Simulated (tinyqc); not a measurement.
# Worked calculation: on-chip interconnect, size-dependent resistivity and RC delay

Computed by the program tinyqc: `OMP_NUM_THREADS=1 python tinyqc.py 2100051 2100052 out.jsonl`, one thread of a shared Intel Xeon 2.30GHz, about 0.01 s for the whole run. Printed values are rounded.

A rectangular line between two neighbours and two ground planes. Surface and grain-boundary scattering are added to the bulk resistivity as corrections; capacitances are parallel-plate values without fringing; inductance is ignored.

Inputs (values chosen for the exercise); metal values close to those of copper:
```
symbol,value,unit,meaning
rho0,1.69,uohm cm,bulk resistivity
lam,39.1,nm,bulk mean free path
ps,0.1,,specular share of surface scattering
Rg,0.3,,reflection coefficient of grain boundaries
gr,1.5,,grain size over the metal width
wd,12,nm,drawn line width
AR,2,,"aspect ratio, height over width"
tl,2,nm,"liner on both walls and the bottom, not conducting"
sp,12,nm,space to the neighbouring lines
hd,26,nm,dielectric height to the planes above and below
ek,2.7,,relative permittivity of the dielectric
Mf,1,,Miller factor of the neighbours
Lw,61,um,line length
Rd,1700,ohm,driver resistance
Cl,0.29,fF,load capacitance
dt,37,ps,time step
```

Constants: eps0 = 8.8541878128e-12 F/m. Results are converted to the units shown.

Range of the model: The metal width is under the mean free path, where the thick-limit surface term and the simple sum of corrections lose accuracy.

## Resistivity, resistance and capacitance per length

Metal width x = wd - 2 tl, height y = AR wd - tl; grain boundaries (Mayadas-Shatzkes): al = (lam/(gr x)) Rg/(1 - Rg), g = 1/[1 - 3 al/2 + 3 al^2 - 3 al^3 ln(1 + 1/al)] - 1; surfaces (Fuchs-Sondheimer, thick limit): s = (3/8) lam (1 - ps)(1/x + 1/y); rho = rho0 (1 + g + s); r = rho/(x y); c = eps0 ek (2 wd/hd + 2 Mf AR wd/sp).

x = 8 nm
y = 22 nm
al = 1.39643
g = 1.91082
s = 2.24936
rho = 8.72071 uohm cm
r = 495.495 ohm/um
c = 0.117693 fF/um

rho is 5.16 times the bulk value; surfaces add more (2.25 against 1.91). The liner takes 38.9 % of the cross-section.

## Ladder and Elmore delays

7 equal pi sections: series Rs = r Lw/7; node capacitances c Lw/7, halved at nodes 0 and 7, with Cl added to node 7; Rd feeds node 0. Elmore delay of node k: the sum, over the resistors on the path to k, of resistance times all capacitance downstream of it.

Rs = 4317.88 ohm

| node | C (fF) | Elmore delay (ps) |
|---|---|---|
| 0 | 0.512803 | 12.6977 |
| 1 | 1.02561 | 42.7348 |
| 2 | 1.02561 | 68.3435 |
| 3 | 1.02561 | 89.5237 |
| 4 | 1.02561 | 106.275 |
| 5 | 1.02561 | 118.599 |
| 6 | 1.02561 | 126.494 |
| 7 | 0.802803 | 129.960 |

The far-end value equals Rd (c Lw + Cl) + r Lw (c Lw/2 + Cl) for any number of pi sections; the line resistance contributes 90.2 % of it.

## Step 1: node voltages after a time step

| node | v at t = 0 (V) |
|---|---|
| 0 | 0 |
| 1 | 0 |
| 2 | 0 |
| 3 | 0 |
| 4 | 0 |
| 5 | 0 |
| 6 | 0 |
| 7 | 0 |

A 1 V step is applied behind Rd at t = 0. C dv/dt = -G v + b, with G the conductance matrix of the ladder (1/Rs between neighbours, 1/Rd added at node 0) and b = (1 V/Rd, 0, ...). Backward Euler step: (C/dt + G) v(new) = (C/dt) v + b.

| node | v at t = 1 dt (V) |
|---|---|
| 0 | 0.879968 |
| 1 | 0.627758 |
| 2 | 0.450681 |
| 3 | 0.327547 |
| 4 | 0.243615 |
| 5 | 0.188841 |
| 6 | 0.156669 |
| 7 | 0.143249 |

## Step 2: node voltages after a time step

As before.

| node | v at t = 2 dt (V) |
|---|---|
| 0 | 0.937800 |
| 1 | 0.783279 |
| 2 | 0.647371 |
| 3 | 0.535005 |
| 4 | 0.447469 |
| 5 | 0.384331 |
| 6 | 0.344592 |
| 7 | 0.327345 |

## Course in time

A 1 V step is applied behind Rd at t = 0. C dv/dt = -G v + b, with G the conductance matrix of the ladder (1/Rs between neighbours, 1/Rd added at node 0) and b = (1 V/Rd, 0, ...). Backward Euler step: (C/dt + G) v(new) = (C/dt) v + b. The last column solves the same ladder exactly by its modes.

Voltages (V):

| t (ps) | node 0 | node 3 | node 7 | node 7, exact |
|---|---|---|---|---|
| 37.00 | 0.8800 | 0.3275 | 0.1432 | 0.1269 |
| 74.00 | 0.9378 | 0.5350 | 0.3273 | 0.3720 |
| 111.0 | 0.9574 | 0.6650 | 0.4908 | 0.5564 |
| 148.0 | 0.9692 | 0.7542 | 0.6197 | 0.6870 |
| 185.0 | 0.9773 | 0.8184 | 0.7174 | 0.7792 |
| 222.0 | 0.9832 | 0.8655 | 0.7903 | 0.8442 |
| 259.0 | 0.9876 | 0.9003 | 0.8445 | 0.8901 |
| 296.0 | 0.9908 | 0.9261 | 0.8847 | 0.9225 |
| 333.0 | 0.9932 | 0.9452 | 0.9145 | 0.9453 |
| 370.0 | 0.9949 | 0.9594 | 0.9366 | 0.9614 |
| 407.0 | 0.9962 | 0.9699 | 0.9530 | 0.9728 |
| 444.0 | 0.9972 | 0.9777 | 0.9652 | 0.9808 |

The far end of the ladder reaches 0.5 V at 98.30 ps, 0.756 of its Elmore delay (ln 2 = 0.693 for a single pole); the slowest mode has a time constant of 106.1 ps. The largest error of the backward Euler steps at that node is 67 mV.
